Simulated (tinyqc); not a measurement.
Deep-level transient spectroscopy: one step of the calculation.

Schottky contact on an n-type layer with shallow donors Nd (all ionised) and a donor-like deep trap, neutral when filled and positive when empty; depletion approximation. Traps within lam of the depletion edge stay filled. A long pulse to Vp fills the traps beyond x1 = Wp - lam; back at Vr those between x1 and x2 = Wr - lam emit. A rate window reads S = C(t2) - C(t1).

Question. Poole-Frenkel lowering. A Coulomb centre of charge +q (when empty) in the field F lowers its barrier by dE = sqrt(q F/(pi eps0 eps_r)) along the field. One-dimensional rate: en exp(b), b = dE/kB T; three-dimensional (Hartke): en {[1 + (b - 1) exp(b)]/b^2 + 1/2}.

Inputs (values chosen for the exercise); material values close to those of silicon: relative permittivity eps_r = 11.9; temperature of the transient T = 122 K; field at the trap F = 21 kV/cm.

Constants: q = 1.602176634e-19 C, kB = 1.380649e-23 J/K, eps0 = 8.8541878128e-14 F/cm where lengths are in cm. Results are converted to the units shown.

en = 86.642077 1/s

Find: dE; b; rate, one-dimensional; rate, three-dimensional.

Answer.

dE = 31.882 meV
b = 3.0326
rate, one-dimensional = 1797.8 1/s
rate, three-dimensional = 450.10 1/s

Program tinyqc, `OMP_NUM_THREADS=1 python tinyqc.py 2050125 2050126 out.jsonl`; Intel Xeon 2.30GHz, shared host, one thread, about 0.01 s.
